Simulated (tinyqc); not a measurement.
Comparisons within one model: deformation potentials from a strained empirical pseudopotential. A value that a table varies takes the place of the one given here.

Diamond lattice, no spin-orbit coupling. Atomic form factor V(q) = a1 (q^2 - a2)/(a3 exp(a4 q^2) - 1) in rydberg with q in 1/bohr, for the unstrained cell. Under a strain e the reciprocal vectors and k go over into (1 + e)^(-1) G, the atoms sit at +/- tau with tau = (1 + e) a (1,1,1)/8 - zeta a (eyz, ezx, exy)/4, and H(G,G') = c |k + G|^2 delta + (V(q)/det(1 + e)) cos(q.tau), q = G - G', with the term q = 0 left out; c = hbar^2/2m0. The basis is fixed before straining: all G with |k + G|^2 up to 16 (2 pi/a)^2. k is given in units of 2 pi/a of the unstrained cell.

Constants: hbar^2/2m0 = 3.80998211 eV angstrom^2; Ry = 13.60569312 eV; a0 (Bohr radius) = 0.5291772105 angstrom.

Inputs chosen for the exercise (near those of Si; the results hold for these values, not for the real material):
```
symbol  value                        unit      meaning
a       5.441                        angstrom  lattice constant
A       (0.534, 2.182, 2.034, 0.49)            a1 (Ry bohr^2), a2 (1/bohr^2), a3, a4 (bohr^2)
h       0.001                                  size of the test strain
kD      0.82                         2 pi/a    position of the Delta minimum
a1      0.534
a2      2.182
a3      2.034
a4      0.49
```

## The internal displacement

Xu of L (level 5, the lowest empty one) and d from exy = eyz = ezx = h for several zeta: Xu = [E(L [111]) - E(L [1-1-1])]/((8/3) h), d = (single valence level - pair)/(3 sqrt(3) h). zeta = 0 strains the bonds with the lattice; zeta = 1 keeps all four bond lengths equal to first order.

Results:
```
zeta  Xu (L) (eV)  d (eV)
0.00        10.89    0.82
0.25        11.31   -1.49
0.50        11.74   -3.79
0.60        11.91   -4.71
0.75        12.17   -6.10
1.00        12.60   -8.40
```

From zeta = 0 to 1, d goes from 0.82 to -8.40 eV and Xu (L) from 10.89 to 12.60 eV, both nearly linearly: the displacement is an optical-phonon mode, and d = d(0) - zeta d0/4 gives its deformation potential d0 = 37 eV. Leaving the relaxation out (zeta = 0 for 0.5) moves d by +4.61 eV, which reverses its sign, and Xu (L) by -0.85 eV. Tetragonal strain has no such freedom.

## Size of the test strain

e = diag(-h/2, -h/2, h). Xu = [E(Delta z) - E(Delta x)]/(1.5 h) at fixed kD, b = [E(Z) - E(X, Y)]/(4.5 h); one-sided from +h alone, central from +h and -h.

Results (eV):
```
h       Xu one-sided  Xu central  b one-sided  b central
0.0010         7.943       7.948       -3.296     -3.292
0.0025         7.936       7.948       -3.302     -3.292
0.0050         7.923       7.948       -3.312     -3.292
0.0100         7.899       7.949       -3.333     -3.293
0.0200         7.853       7.954       -3.373     -3.293
0.0300         7.810       7.960       -3.414     -3.294
```

From h = 0.001 to 0.03 the one-sided Xu drifts by -0.133 eV and the central one by +0.012 eV; for b the drifts are -0.118 and -0.002 eV. The central difference cancels the term of second order in the strain, so its error goes as h^2. At h = 0.02 the linear law errs by 1.2 % for the valley splitting and 2.5 % for the valence splitting.

## What each parameter of the potential does

Gaps from the valence top to level 8 at Gamma and level 5 at (kD,0,0) and L, and their deformation potentials [E(+h) - E(-h)]/(3 ln((1 + h)/(1 - h))) for e = +/- h 1, h = 0.002. The row for the lattice constant keeps V(q) without the volume factor, so it is not a strain. Each row changes one parameter from the base and keeps the others.

Results:
```
case                Gamma (eV)  Delta (eV)  L (eV)  potential Gamma (eV)  potential Delta (eV)  potential L (eV)
base                     4.111       1.175   2.042                 -8.82                  2.66             -1.90
a = 5.495 angstrom       3.979       1.466   2.143                 -9.11                  2.34             -2.10
a1 = 0.539               4.154       1.243   2.092                 -8.90                  2.65             -1.92
a2 = 2.204               3.994       1.251   2.039                 -8.89                  2.60             -1.94
a3 = 2.054               4.065       1.084   1.979                 -8.73                  2.65             -1.90
a4 = 0.495               4.018       1.089   1.966                 -8.65                  2.73             -1.83
```

The largest shifts from the base row, up to three for each result and ties (the steps differ in size, so this ranks the rows, not the parameters). Gamma (eV): a -0.132, a2 -0.117, a4 -0.094. Delta (eV): a +0.291, a3 -0.091, a4 -0.086. L (eV): a +0.101, a4 -0.076, a3 -0.063. potential Gamma (eV): a -0.29, a4 +0.17, a3 +0.09. potential Delta (eV): a -0.32, a4 +0.08, a2 -0.06. potential L (eV): a -0.19, a4 +0.08, a2 -0.04; unchanged at the printed digits by a3.

Computed by tinyqc, a small Python program: `OMP_NUM_THREADS=1 python tinyqc.py 1880055 1880056 out.jsonl` (the numbers bound the seed that draws the inputs); one thread of a shared host (Intel(R) Xeon(R) Processor @ 2.30GHz), about 0.2 s for the whole set of steps.
